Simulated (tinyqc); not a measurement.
Free and trapped electrons in a MOS channel with a dense trap tail: one step of the calculation.

p-type body, charge-sheet picture, full ionisation (an idealisation for deep acceptors), Boltzmann statistics for free electrons. e = Ec - EF at the surface. Acceptor-like traps of density D(E) = D0 + De exp(-E/Ew) at depth E below Ec, from 0 to Eu, hold n_t = integral of D(E)/(1 + exp((e - E)/Vt)). psi = Eg - Vt ln(Nv/Na) - e; N_dep = sqrt(2 eps0 eps_r Na (psi - Vt)/q); n_f = sqrt(N_dep^2 + 2 eps0 eps_r Vt Nc exp(-e/Vt)/q) - N_dep; Vg = Vfb + psi + q (N_dep + n_t + n_f)/Cox, Cox = eps0 eox/tox.

Question. Trapped charge. Trapezoid rule on 16 equal steps from 0 to Eu, f = 1/(1 + exp((e - E)/Vt)).

Parameters, values chosen for the exercise; band and dielectric values close to those of silicon:
- T = 400 K (temperature)
- D0 = 4.3e10 cm^-2 eV^-1 (constant background density of acceptor-like traps)
- De = 2.6e13 cm^-2 eV^-1 (density of the tail at the conduction edge)
- Ew = 0.05 eV (decay energy of the tail)
- Eu = 0.83 eV (depth below Ec down to which the traps reach)
- e = 0.273 eV (Ec - EF at the surface)

Constants: q = 1.602176634e-19 C, kB = 1.380649e-23 J/K, Vt = kB T/q. Results are converted to the units shown.

Give: E; D(E) f; n_t.

Answer.

| point | E (eV) | D(E) f (cm^-2 eV^-1) |
|---|---|---|
| 0 | 0 | 9.460e9 |
| 1 | 0.05187 | 1.512e10 |
| 2 | 0.1037 | 2.420e10 |
| 3 | 0.1556 | 3.855e10 |
| 4 | 0.2075 | 5.891e10 |
| 5 | 0.2594 | 7.575e10 |
| 6 | 0.3113 | 7.104e10 |
| 7 | 0.3631 | 5.706e10 |
| 8 | 0.4150 | 4.867e10 |
| 9 | 0.4669 | 4.513e10 |
| 10 | 0.5188 | 4.378e10 |
| 11 | 0.5706 | 4.328e10 |
| 12 | 0.6225 | 4.310e10 |
| 13 | 0.6744 | 4.304e10 |
| 14 | 0.7262 | 4.301e10 |
| 15 | 0.7781 | 4.300e10 |
| 16 | 0.8300 | 4.300e10 |

n_t = 3.734e10 cm^-2

Program tinyqc, `OMP_NUM_THREADS=1 python tinyqc.py 2222196 2222197 out.jsonl`; Intel Xeon 2.30GHz, shared host, one thread, about 0.02 s.
